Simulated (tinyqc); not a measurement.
Surface potential of a MOS transistor: implicit equation and explicit approximations: accuracy of the approximations against gate voltage.

p-type body, charge-sheet picture, depletion and inversion only, full ionisation (an idealisation for deep acceptors), Boltzmann statistics (rough once Na exp(x - xn) passes about Nc/7). In units of Vt: xg = (Vg - Vfb)/Vt, x = psi/Vt, G = gamma/sqrt(Vt), xn = (2 phiF + Vc)/Vt. The implicit equation is (xg - x)^2 = G^2 [x - 1 + exp(x - xn)] for x above about 3. Cox = eps0 eox/tox.

ni = sqrt(Nc Nv) exp(-Eg/(2 Vt)), Eg in volts; phiF = Vt ln(Na/ni); gamma = sqrt(2 q eps0 eps_r Na)/Cox; VT = Vfb + Vt (xn + G sqrt(xn - 1)). Depletion value a = 1 + [sqrt(G^2/4 + xg - 1) - G/2]^2; inversion value b = xn + ln[(xg - xn)^2/G^2 - xn + 1] and first guess y = min(a, b) - ln(1 + exp(-|a - b|)) if a > xn + 1, else b = y = a; one second-order correction with D = exp(y - xn), p = 2 (xg - y) + G^2 (1 + D), w = (xg - y)^2 - G^2 (y - 1 + D): z = y + 2 w/(p + sqrt(p^2 - 2 (2 - G^2 D) w)), or the Newton step z = y + w/p where the root is not real. N_inv = (Cox Vt G/q) [sqrt(x - 1 + exp(x - xn)) - sqrt(x - 1)] at the root. Lambert form (Cox m Vt/q) W0[(G/(2 m sqrt(xn - 1))) exp((Vg - VT)/(m Vt))], m = 1 + G/(2 sqrt(xn - 1)). Errors under 1e-4 mV, and the linear form below VT, are printed as 0.

Values chosen for this exercise; band and dielectric values close to those of silicon:
- T = 300 K (temperature)
- Eg = 1.13 eV (band gap)
- eps_r = 11.8 (relative permittivity)
- Nc = 2.78e19 cm^-3 (conduction-band density of states at T)
- Nv = 2.7e19 cm^-3 (valence-band density of states at T)
- eox = 8.81 (relative permittivity of the gate insulator (close to aluminium oxide))
- tox = 6.3 nm (insulator thickness)
- Na = 8.9e17 cm^-3 (acceptor density)
- Vfb = -0.41 V (flat-band voltage)
- Vc = 0.2 V (channel-body voltage)

Constants: q = 1.602176634e-19 C, kB = 1.380649e-23 J/K, Vt = kB T/q, eps0 = 8.8541878128e-14 F/cm where lengths are in cm. Results are converted to the units shown.

Result of one run:

| Vg (V) | psi (V) | x - xn | error of y (mV) | error of z (mV) | N_inv (cm^-2) | Cox (Vg - VT)/q (cm^-2) | Lambert form (cm^-2) |
|---|---|---|---|---|---|---|---|
| 2.01 | 1.290 | 5.323 | 7.68 | -0.141 | 4.898e12 | 6.176e12 | 5.019e12 |

What becomes of these results when the gate-body voltage Vg is changed from 2.01 to 2.21 V, all else the same?

Result of the changed run:

| Vg (V) | psi (V) | x - xn | error of y (mV) | error of z (mV) | N_inv (cm^-2) | Cox (Vg - VT)/q (cm^-2) | Lambert form (cm^-2) |
|---|---|---|---|---|---|---|---|
| 2.21 | 1.300 | 5.695 | 6.66 | -0.0887 | 6.355e12 | 7.722e12 | 6.502e12 |

The whole series:

| Vg (V) | psi (V) | x - xn | error of y (mV) | error of z (mV) | N_inv (cm^-2) | Cox (Vg - VT)/q (cm^-2) | Lambert form (cm^-2) |
|---|---|---|---|---|---|---|---|
| 0.81 | 0.8257 | -12.65 | 0 | 0 | 1.575e5 | 0 | 1.102e5 |
| 1.01 | 0.9876 | -6.389 | 7.97e-3 | 0 | 7.543e7 | 0 | 6.672e7 |
| 1.21 | 1.148 | -0.1707 | 3.74 | -1.83e-3 | 3.487e10 | 0 | 3.496e10 |
| 1.41 | 1.233 | 3.090 | 16.7 | -2.07 | 7.961e11 | 1.539e12 | 8.195e11 |
| 1.61 | 1.261 | 4.201 | 12.0 | -0.630 | 2.075e12 | 3.085e12 | 2.134e12 |
| 1.81 | 1.278 | 4.853 | 9.24 | -0.259 | 3.465e12 | 4.631e12 | 3.557e12 |
| 2.01 | 1.290 | 5.323 | 7.68 | -0.141 | 4.898e12 | 6.176e12 | 5.019e12 |
| 2.21 | 1.300 | 5.695 | 6.66 | -0.0887 | 6.355e12 | 7.722e12 | 6.502e12 |
| 2.41 | 1.308 | 6.005 | 5.92 | -0.0608 | 7.827e12 | 9.267e12 | 7.998e12 |

psi rises from 0.826 to 1.31 V and ends 6.0 Vt above 2 phiF + Vc. Among the rows the first guess is off by at most 17 mV (at Vg = 1.41 V) and the corrected value by at most 2.1 mV. In the last row the linear form is 18 % above N_inv and the Lambert form 2.2 % above it; in the first row the Lambert form is 30 % below it. For Vg = 1.41, 1.61, 1.81, 2.01, 2.21, 2.41 the electron quasi-Fermi level lies less than 2 Vt below the band edge at the surface, or above it, where degeneracy and confinement, left out, matter.

Computed by the program tinyqc: `OMP_NUM_THREADS=1 python tinyqc.py 2122033 2122034 out.jsonl`, one thread of a shared Intel Xeon 2.30GHz, about 0.01 s for the whole run.
